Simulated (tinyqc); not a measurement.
# Inputs raised by 2 %, one at a time

Model: the 3-omega method: a line heater on a substrate with a thin film. Computed by tinyqc, a small Python program. Command: `OMP_NUM_THREADS=1 python tinyqc.py 3006511 3006512 out.jsonl threeomega sens`. One thread of a shared host (Intel(R) Xeon(R) Processor @ 2.30GHz), about 0.02 s of CPU time with the checks.

A current at angular frequency omega = 2 pi f heats the line at 2 omega with the amplitude P per length; the temperature swing Delta T at 2 omega gives a voltage at 3 omega. The substrate is taken as semi-infinite and isotropic, and the heat capacity of heater and film is left out.

Inputs (values chosen for the exercise, modelled on silica on silicon carbide):
```
quantity                                    value           unit
substrate conductivity kappa                  396        W/(m K)
substrate heat capacity C                    2.25  1e6 J/(m^3 K)
heater half-width b                            15     micrometre
power amplitude per length P                   10            W/m
current frequency f                           770             Hz
film thickness t                              120             nm
film conductivity kappa_f                     1.3        W/(m K)
interface resistance R_i                       13       m^2 K/GW
substrate thickness d_s                       380     micrometre
temperature coefficient of resistance beta    3.5         1e-3/K
voltage amplitude V_1                         1.9              V
```

Method:
- D = kappa/C; q = sqrt(2 i omega/D); penetration depth 1/|q| = sqrt(D/(2 omega)).
- Delta T_s = (P/(pi kappa)) int_0^infinity (sin x/x)^2 / sqrt(x^2 + (q b)^2) dx with (q b)^2 = i |q b|^2, averaged over the heater width (12 Gauss-Legendre points on each of the pieces 0, 14 log-spaced edges from 1e-5 to 1, and multiples of pi to 40 pi; the tail adds 1/(4 (40 pi)^2)).
- For |q| b much below 1: Delta T_s = (P/(pi kappa)) [-ln(|q| b) + eta - i pi/4], eta = 3/2 - C_E = 0.92278, with Euler's C_E = 0.5772157.
- One-dimensional flow across the film: Delta T_f = P (t/kappa_f + R_i)/(2 b); total in-phase swing Delta T = Delta T_s + Delta T_f; third-harmonic amplitude V_3 = V_1 beta |Delta T|/2 with the out-of-phase part included; the apparent film conductivity is t/(t/kappa_f + R_i).

Runs:
```
input moved                                from      to  in-phase Delta T_s (K)  V_3 (mV)  apparent film conductivity (W/(m K))  out-of-phase Delta T_s (K)
base run                                      -       -                0.025084   0.20120                                1.1395                  -0.0062600
substrate conductivity kappa (W/(m K))      396  403.92                0.024670   0.19979                                1.1395                  -0.0061382
substrate heat capacity C (1e6 J/(m^3 K))  2.25   2.295                0.025005   0.20094                                1.1395                  -0.0062592
heater half-width b (micrometre)             15    15.3                0.024925   0.19840                                1.1395                  -0.0062582
power amplitude per length P (W/m)           10    10.2                0.025586   0.20522                                1.1395                  -0.0063852
film thickness t (nm)                       120   122.4                0.025084   0.20324                                1.1423                  -0.0062600
film conductivity kappa_f (W/(m K))         1.3   1.326                0.025084   0.19920                                1.1594                  -0.0062600
interface resistance R_i (m^2 K/GW)          13   13.26                0.025084   0.20149                                1.1367                  -0.0062600
```

Exponents ln(y'/y) / ln(x'/x):
```
input                         in-phase Delta T_s     V_3  apparent film conductivity  out-of-phase Delta T_s
substrate conductivity kappa              -0.841  -0.355                       0.000                  -0.993
substrate heat capacity C                 -0.160  -0.066                       0.000                  -0.007
heater half-width b                       -0.320  -0.708                       0.000                  -0.015
power amplitude per length P               1.000   1.000                       0.000                   1.000
film thickness t                           0.000   0.508                       0.122                   0.000
film conductivity kappa_f                  0.000  -0.503                       0.875                   0.000
interface resistance R_i                   0.000   0.072                      -0.125                   0.000
```

To which inputs is each result most sensitive?

Among the inputs moved here: in-phase Delta T_s answers most in size to power amplitude per length P (exponent +1.000), next to substrate conductivity kappa (-0.841); its exponent is below 0.0005 for film thickness t, film conductivity kappa_f, interface resistance R_i. V_3 answers most in size to power amplitude per length P (exponent +1.000), next to heater half-width b (-0.708). Its exponent +1.000 in power amplitude per length P: at fixed V_1 the swing is linear in P. apparent film conductivity answers most in size to film conductivity kappa_f (exponent +0.875), next to interface resistance R_i (-0.125); its exponent is below 0.0005 for substrate conductivity kappa, substrate heat capacity C, heater half-width b, power amplitude per length P. out-of-phase Delta T_s answers most in size to power amplitude per length P (exponent +1.000), and about equally to substrate conductivity kappa (-0.993); its exponent is below 0.0005 for film thickness t, film conductivity kappa_f, interface resistance R_i. Its exponent -0.993 in substrate conductivity kappa: the narrow-line value -P/(4 kappa).

Caution (all rows): the penetration depth exceeds a fifth of the substrate thickness, so the back face is felt and the semi-infinite formula fails.
